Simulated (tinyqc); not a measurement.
Zener tunnelling in a reverse-biased junction, two-band WKB: one step of the calculation.

Abrupt p-n junction, depletion approximation. Energies E are counted from the conduction-band edge of the neutral n side; its Fermi level lies at dn, that of the p side at dn - V, and the valence-band edge of the neutral p side at Em = dn + dp - V. Tunnelling needs 0 < E < Em. Two-band dispersion with equal masses m: inside the gap kappa = sqrt(m u (1 - u/Eg)/C), u the distance from a band edge, C = hbar^2/(2 m0).

Question. Current density on a coarse grid. J = KJ exp(-S) Eb times the integral from 0 to Em of [f(E - dn) - f(E - dn + V)] [1 - exp(-min(E, Em - E)/Eb)] dE, f(x) = 1/(1 + exp(x/Vt)), with S and Eb from the mean field; J > 0 flows from p to n. KJ = (2 q^2/h) m/(4 pi C) (times 1e14 for A/cm^2 per eV^2). Simpson's rule on nE equally spaced points from 0 to Em.

Parameters, values chosen for the exercise; band and dielectric values those of a made-up semiconductor: temperature T = 300 K; band-edge mass of the two-band model m = 0.16 m0; bias of the p side V = -1.6 V; points of the energy grid nE = 11.

Constants: q = 1.602176634e-19 C, kB = 1.380649e-23 J/K, hbar = 1.054571817e-34 J s, h = 6.62607015e-34 J s, m0 = 9.1093837015e-31 kg, Vt = kB T/q, hbar^2/(2 m0) = 0.0380998212 eV nm^2. Results are converted to the units shown.

dn = -0.031047170 eV
dp = 0.066472310 eV
S = 13.059979
Eb = 9.9157893 meV

Give: E; difference of the f; transverse factor; integral; KJ; J.

Answer.

| point | E (eV) | difference of the f | transverse factor |
|---|---|---|---|
| 0 | 0.000 | -0.769 | 0.000 |
| 1 | 0.164 | -0.999 | 1.000 |
| 2 | 0.327 | -1.000 | 1.000 |
| 3 | 0.491 | -1.000 | 1.000 |
| 4 | 0.654 | -1.000 | 1.000 |
| 5 | 0.818 | -1.000 | 1.000 |
| 6 | 0.981 | -1.000 | 1.000 |
| 7 | 1.145 | -1.000 | 1.000 |
| 8 | 1.308 | -1.000 | 1.000 |
| 9 | 1.472 | -0.977 | 1.000 |
| 10 | 1.635 | -0.071 | 0.000 |

integral = -1.521 eV
KJ = 2.589e9 A/(cm^2 eV^2)
J = -83.15 A/cm^2

Range of the model: Parabolic densities of states, no band tails and no gap narrowing, all of which matter at such doping.

Program tinyqc, `OMP_NUM_THREADS=1 python tinyqc.py 2620095 2620096 out.jsonl`; Intel Xeon 2.30GHz, shared host, one thread, about 0.01 s.
